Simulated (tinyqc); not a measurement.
Worked calculation: dielectric confinement in a thin film (image charges). Values are carried at full precision from step to step, so a last printed digit may differ when a step is redone from the rounded ones.

A film |z| < t/2 of dielectric constant eps between half-spaces of dielectric constant e2; lam = (eps - e2)/(eps + e2), q = e^2/(4 pi eps0). The self-energy of a band edge is taken with the high-frequency value, e2 = eh, and the field of a fixed ion with the static one, e2 = eo. A charge at z has images lam^|n| at n t + (-1)^n z. Its self-energy is S(z) = (q/2 eps) sum over n >= 1 of lam^n [1/(n t - 2z) + 1/(n t + 2z)] for odd n and 2 lam^n/(n t) for even n; at the centre S(0) = -(q/(eps t)) ln(1 - lam).

Constants: e^2/(4 pi eps0) = 14.39964547 eV angstrom; hbar^2/2m0 = 3.80998211 eV angstrom^2; Ry = 13.60569312 eV.

Values chosen for the exercise (near those of an InGaAs film in vacuum; not measured data): t = 76 angstrom (film thickness); eps = 13.2 (dielectric constant of the film); eh = 1 (high-frequency dielectric constant outside); mz = 0.046 m0 (mass across the film); eo = 1 (static dielectric constant outside); m = 0.045 m0 (mass in the plane).

## Images for a charge at the centre

Give lam, the first five terms (q/eps) lam^n/(n t), their sum and the closed form.

lam = 0.8592

terms (meV): 12.33  5.30  3.03  1.96  1.34

sum of five = 23.96 meV
S(0) = 28.13 meV

The surroundings screen less than the film, so the images repel and each band edge moves outwards: the gap changes by about 2 S = +56 meV.

## Self-energy across the film

S at 2z/t = 0, 0.2, 0.4, 0.6, 0.8 and 0.9, summed to n = 399.

Self-energy:

| 2z/t | z (angstrom) | S (meV) |
|---|---|---|
| 0.0 | 0.0 | 28.13 |
| 0.2 | 7.6 | 28.67 |
| 0.4 | 15.2 | 30.55 |
| 0.6 | 22.8 | 35.23 |
| 0.8 | 30.4 | 50.34 |
| 0.9 | 34.2 | 81.07 |

Towards the wall S diverges as (q lam/4 eps)/(distance), an artefact of the abrupt interface that the vanishing envelope makes harmless.

## Shift of the subband edge

First order: <S> over the envelope (2/t) cos^2(pi z/t), beside the confinement energy c (pi/t)^2/mz, c = hbar^2/2m0.

<S> = 30.89 meV
confinement energy = 141.53 meV

|<S>| is 0.22 times the confinement energy; the first goes as 1/t and the second as 1/t^2, so they are equal at t = 348 angstrom.

## Binding of a donor

Donor at the centre, lam from the static eo, trial function cos(pi z/t) exp(-rho/l): E(l) = c/(m l^2) - (q/eps) times the integral over k of F(k t) (1 + (k l/2)^2)^(-3/2), with F(x) = F0 + 2 lam exp(-x) G/(1 - lam exp(-x)), F0 = 2[(1 - exp(-x/2))/x + x (1 + exp(-x/2))/(x^2 + 4 pi^2)], G = 2 sinh(x/2)[1/x - x/(x^2 + 4 pi^2)]; c = hbar^2/2m0. The binding energy is -E at the minimum, counted from the subband edge with its self-energy.

Minimise over l with and without images (lam = 0); Ry* = Ry m/eps^2.

Donor:

| case | l (angstrom) | binding (meV) | in Ry* |
|---|---|---|---|
| no images | 105.8 | 9.9 | 2.83 |
| with images | 76.7 | 56.7 | 16.13 |

Ry* = 3.51 meV

The images change the binding by +46.7 meV, against -2 (q/(eps t)) ln(1 - lam) = +56.3 meV for an orbit much smaller than t. At 300 K the binding is 2.2 kB T.

## Checks

- S(0) from the series against the closed form, meV: both 28.13.
- F(2.3) for lam = 0.8592 from a direct sum over images against the closed form: both 0.9349.

tinyqc: `OMP_NUM_THREADS=1 python tinyqc.py 1251698 1251699 out.jsonl`; about 0.05 s, one thread, shared Intel(R) Xeon(R) Processor @ 2.30GHz.
